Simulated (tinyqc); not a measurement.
What each parameter does: delta-doped layer in the Thomas-Fermi potential.

All donors ionised in the plane z = 0, zero temperature, energies from the Fermi level EF of the Thomas-Fermi model, which lies at the bulk band edge; c = hbar^2/2m0, q = e^2/(4 pi eps0). Layer in a (001) plane: two valleys with m_z = ml, m_d = mt (unprimed) and four with m_z = mt, m_d = sqrt(ml mt) (primed); m3 = (ml mt^2)^(1/3), gv = 6. With n = (gv/3 pi^2)(m3 (-V)/c)^(3/2) and V'' = -(4 pi q/eps) n for z > 0, the solution is V = -b/(|z| + z0)^4 with sqrt(b) = 20/K, K = (4 pi q/eps)(gv/3 pi^2)(m3/c)^(3/2), and z0^5 = 4b/(e F0), e F0 = 2 pi q N/eps; 1e13/cm^2 = 1e-3/angstrom^2. Exchange and correlation are left out.

Subbands solve -(c/m_z) psi'' + V psi = E psi on 1280 points of spacing z0/80; up to ten levels for each group, kept if bound with an rms width below 2.5 z0.

Constants: hbar^2/2m0 = 3.80998211 eV angstrom^2; e^2/(4 pi eps0) = 14.39964547 eV angstrom.

Parameters, chosen for this exercise (near those of a delta-doped layer in Si; the results hold for these values, not for the real material): ml = 0.935 m0 (longitudinal mass); mt = 0.194 m0 (transverse mass); eps = 11.7 (dielectric constant); N = 1.2 x 1e13/cm^2 (donor sheet density).

z0, depth, lowest level and its rms width.

Results for these values:

| case | z0 (angstrom) | depth (eV) | lowest (eV) | rms z (angstrom) |
|---|---|---|---|---|
| base | 30.77 | 0.0714 | -0.0253 | 11.58 |

What happens to each result for N = 1.92 x 1e13/cm^2, all else kept?

Answer: z0 falls from 30.77 to 28.01; depth rises from 0.0714 to 0.1040; lowest falls from -0.0253 to -0.0393; rms z falls from 11.58 to 9.53.

The same for each parameter in turn:

| case | z0 (angstrom) | depth (eV) | lowest (eV) | rms z (angstrom) |
|---|---|---|---|---|
| base | 30.77 | 0.0714 | -0.0253 | 11.58 |
| N = 1.92 x 1e13/cm^2 | 28.01 | 0.1040 | -0.0393 | 9.53 |
| eps = 10.5 | 28.84 | 0.0745 | -0.0256 | 11.38 |
| ml = 1.075 m0 | 29.92 | 0.0694 | -0.0251 | 10.93 |
| mt = 0.165 m0 | 32.83 | 0.0762 | -0.0288 | 11.13 |

Run: tinyqc, `OMP_NUM_THREADS=1 python tinyqc.py 1252125 1252126 out.jsonl`; Intel(R) Xeon(R) Processor @ 2.30GHz, one thread, shared host; about 0.1 s of CPU time with all checks.
